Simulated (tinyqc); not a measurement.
From results back to parameters: coherent potential approximation for a binary alloy with a semi-elliptic band. Three cases, with inputs chosen for the exercise.

Problem. With levels eA = -x d and eB = (1 - x) d on a semi-elliptic band of half width W, the alloy density has second moment W^2/4 + x (1 - x) d^2 and third moment x (1 - x)(1 - 2x) d^3 about its centre (exact, and kept by the CPA). The moments below come from hidden x and d > 0.

Case 1.

Values chosen: W = 1.7 eV (half width of the pure band).
second moment = 1.219975 eV^2
third moment = 0.253712 eV^3

Case 2.

Values chosen: W = 2.4 eV (half width of the pure band).
second moment = 1.541719 eV^2
third moment = 0.109348 eV^3

Case 3.

Values chosen: W = 3.3 eV (half width of the pure band).
second moment = 2.912305 eV^2
third moment = 0.023384 eV^3

Find: d; x.

Solution. v = m2 - W^2/4 = x (1 - x) d^2 and u = m3/v = (1 - 2x) d; then d^2 = u^2 + 4v and x = (1 - u/d)/2.

Case 1.

d = 1.50 eV
x = 0.33

Case 2.

d = 1.25 eV
x = 0.07

Case 3.

d = 0.88 eV
x = 0.43

Computed by tinyqc, one run a case: `OMP_NUM_THREADS=1 python tinyqc.py N N+1 out.jsonl` with N = 1480529, 1480534, 1480539; one thread of a shared Intel(R) Xeon(R) Processor @ 2.30GHz, about 0.01 s a run at most.
